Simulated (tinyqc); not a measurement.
Liquidus of a compound AB in a simple-solution melt, liquid-phase epitaxy and vapour pressures. Changing the saturation temperature T. Computed by tinyqc, a small Python program. Command: `OMP_NUM_THREADS=1 python tinyqc.py 3025135 3025136 out.jsonl liq35 sweep`. One thread of a shared host (Intel(R) Xeon(R) Processor @ 2.30GHz), about 0.02 s of CPU time with the checks.

x is the atom fraction of B in the melt. The melt is a simple solution: R T ln gamma_B = W (1 - x)^2, R T ln gamma_A = W x^2, W = a + b T. The solid AB is stoichiometric.

Inputs (values chosen for the exercise, for a model compound):
```
quantity                                   value       unit
melting point T_F                           1175          K
entropy of fusion S_F                       62.2  J/(mol K)
interaction a                               17.2     kJ/mol
interaction slope b                          -44  J/(mol K)
step dT                                      4.8          K
cooling rate c                              0.32      K/min
growth time t                               0.33        min
diffusivity in the melt D                5.1e-05     cm^2/s
molar volume of the melt V_L                17.5   cm^3/mol
lattice constant a0                        6.058   angstrom
melt depth w                                 5.9         mm
heat of evaporation of A                     261     kJ/mol
entropy of evaporation of A                  110  J/(mol K)
heat of evaporation of B as (1/2) B2         101     kJ/mol
entropy of evaporation of B as (1/2) B2     65.6  J/(mol K)
```

Growth programme: supercooling (step, then ramp).

Constants: R = 8.314462618 J/(mol K); N_A = 6.02214076e+23 1/mol; k_B = 8.617333262e-05 eV/K.

Method:
- Liquidus (Vieland): f(x) = R T ln[4 x (1 - x)] + 2 W (1/2 - x)^2 + S_F (T_F - T) = 0.
- Newton steps with f' = (1 - 2x)[R T/(x (1 - x)) - 2 W], from the dilute estimate x = (1/4) exp[-(S_F (T_F - T) + W/2)/(R T)]; stop below 1e-13; f under 1e-6 shown as 0.
- dx/dT = -(df/dT)/f', df/dT = R ln[4 x (1 - x)] + 2 b (1/2 - x)^2 - S_F, f' = (1 - 2x)[R T/(x (1 - x)) - 2 W]. Concentrations: C_L = x N_A/V_L in the melt, C_S = 4/a0^3 in the solid; m = dT/dC_L.
- Semi-infinite melt (Hsieh): step d = 2 dT sqrt(D t/pi)/(C_S m); ramp d = (4/3) c sqrt(D/pi) t^(3/2)/(C_S m); supercooling is their sum. A melt of depth w can give at most w (undercooling)/(C_S m).
- Over the A-rich liquidus: p_A = gamma_A (1 - x) exp(S_A/R - H_A/(R T)), p_B2 = [gamma_B x exp(S_B/R - H_B/(R T))]^2, in bar. Free evaporation is congruent while the A flux over this liquidus is at least the B flux; with A and B2 taken as equal in mass for the estimate, T_c solves p_A = 2 p_B2.

One run for each value; columns: (1) saturation temperature T (K); (2) solubility x; (3) thickness d (micrometre); (4) apparent heat of solution k_B T^2 d ln x/dT (eV); (5) log10 p_A; (6) log10 p_B2:
```
(1)      (2)     (3)      (4)      (5)      (6)
646  0.00155  0.1209  0.84194  -15.359  -16.911
702  0.00513  0.3345  0.82932  -13.677  -14.773
758  0.01389  0.7475  0.79774  -12.246  -12.946
814  0.03131  1.3559  0.74020  -11.017  -11.360
870  0.05975  2.0345  0.66495   -9.956   -9.960
925  0.09838  2.6440  0.59323   -9.050   -8.725
981  0.14739  3.1970  0.53853   -8.251   -7.576
```

Describe and explain the trends.

Over the rows, solubility x rises from 0.00155 to 0.147 (exponent d ln y / d ln x 14 between the first rows and 6.9 between the last); thickness d (micrometre) rises from 0.121 to 3.20 (exponent d ln y / d ln x 12 between the first rows and 3.2 between the last); apparent heat of solution k_B T^2 d ln x/dT (eV) falls from 0.842 to 0.539 (exponent d ln y / d ln x -0.18 between the first rows and -1.6 between the last). At fixed undercooling the thickness follows dx/dT, so hot melts grow fast and thin layers need cool ones. Left out: 1040, 1090 (the run failed its checks).

Extremes, crossings and ranges named in words are read from the listed rows.
